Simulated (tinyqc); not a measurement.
# Site energy and hopping from one surface Green function

Inverse problem. A semi-infinite chain with site energy e0 and hopping -t has g_s = 1/(E - e0 - t^2 g_s). Inside the band |g_s| = 1/t and Re g_s = (E - e0)/(2 t^2). Find t and e0.

g_s at E = -0.01 eV = 0.02500000-0.99968745i 1/eV

Solution. t = 1/|g_s|, and e0 = E - 2 t^2 Re g_s.

t = 1.000 eV
e0 = -0.06000 eV

tinyqc, about 0.08 s, one thread, Intel Xeon 2.30GHz (shared host): `OMP_NUM_THREADS=1 python tinyqc.py 2680132 2680133 out.jsonl`
